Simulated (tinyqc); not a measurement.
Effective mass of the conduction band from tabulated energies: one step. The non-parabolic form. Two cases, with inputs chosen for the exercise.

Question. E (1 + alpha E) = c k^2/m means that y = c k^2/E is a straight line in E with intercept m and slope m alpha. Fit the line by unweighted least squares over points 1 to 8, E in eV.

c = hbar^2/2m0.
Constants: hbar^2/2m0 = 3.80998211 eV angstrom^2.

Case 1.

Energies along [111], from the band edge:

| k (1/angstrom) | E (meV) |
|---|---|
| 0.0000000 | 0.000000 |
| 0.0091000 | 3.927900 |
| 0.0182000 | 15.582600 |
| 0.0273000 | 34.597300 |
| 0.0364000 | 60.420600 |
| 0.0455000 | 92.387100 |
| 0.0546000 | 129.785400 |
| 0.0637000 | 171.914100 |
| 0.0728000 | 218.118300 |

reference mass (curvature of the model at k = 0.0001 1/angstrom) = 0.0801000 m0

Case 2.

Energies along [111], from the band edge:

| k (1/angstrom) | E (meV) |
|---|---|
| 0.0000000 | 0.000000 |
| 0.0061000 | 1.463100 |
| 0.0122000 | 5.835700 |
| 0.0183000 | 13.068100 |
| 0.0244000 | 23.080400 |
| 0.0305000 | 35.766500 |
| 0.0366000 | 50.999200 |
| 0.0427000 | 68.635200 |
| 0.0488000 | 88.521000 |

reference mass (curvature of the model at k = 0.0001 1/angstrom) = 0.0968000 m0

Give: y; m; alpha.

Answer.

Case 1.

y (m0): 0.08032  0.08099  0.08207  0.08355  0.08538  0.08751  0.08993  0.09257

m = 0.08010 m0
alpha = 0.714 1/eV

The intercept errs by -0.01 %. The model has Eg = 1.425 eV, and for two bands alpha is near 1/Eg = 0.70 1/eV.

Case 2.

y (m0): 0.09690  0.09717  0.09764  0.09828  0.09909  0.10007  0.10121  0.10250

m = 0.09680 m0
alpha = 0.665 1/eV

The intercept errs by 0.00 %. The model has Eg = 1.589 eV, and for two bands alpha is near 1/Eg = 0.63 1/eV.

Computed by tinyqc, one run a case: `OMP_NUM_THREADS=1 python tinyqc.py N N+1 out.jsonl` with N = 1881061, 1881066; one thread of a shared Intel(R) Xeon(R) Processor @ 2.30GHz, about 0.01 s a run at most.
